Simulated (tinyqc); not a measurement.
Two-step dopant diffusion (predeposition and drive-in) with a constant diffusivity: one step, computed by the program tinyqc. Command: `OMP_NUM_THREADS=1 python tinyqc.py 3025720 3025721 out.jsonl dopdiff walk`. One thread of a shared host (Intel(R) Xeon(R) Processor @ 2.30GHz), about 0.07 s of CPU time with the checks.

Fick diffusion into a half space x > 0 whose background doping C_B is of the opposite type, so that a junction lies where C = C_B.

Question. Thermal budget with ramps. D = D0 exp(-E/(k_B T)). Temperatures in kelvin are T(C) + 273.15. One ramp between the stand-by temperature and T2 adds int D dT / rate (40-point Gauss-Legendre); the usual estimate counts it as an extra time k_B T2^2/(E rate) at T2. (Dt)2 = D2 t2 + two ramps, times in seconds.

Inputs (values chosen for the exercise, modelled on gallium in silicon):
```
quantity                      value    unit
prefactor D0                  0.315  cm^2/s
activation energy E            3.41      eV
predeposition temperature T1    925       C
drive-in temperature T2        1050       C
drive-in time t2                 30     min
ramp rate                        20   C/min
stand-by temperature            800       C
```

Furnace ramps of the drive-in: linear ramps.

D2 = 3.235033e-14 cm^2/s

Constants: k_B = 8.617333262e-05 eV/K.

Give: budget of one ramp; estimated extra time of one ramp; drive-in budget (Dt)2.

Answer.

budget of one ramp = 4.0296e-12 cm^2

estimated extra time of one ramp = 2.2121 min

drive-in budget (Dt)2 = 6.6290e-11 cm^2

The integral equals 2.08 min at T2, against the estimate 2.21 min; both ramps make 12 % of the budget.
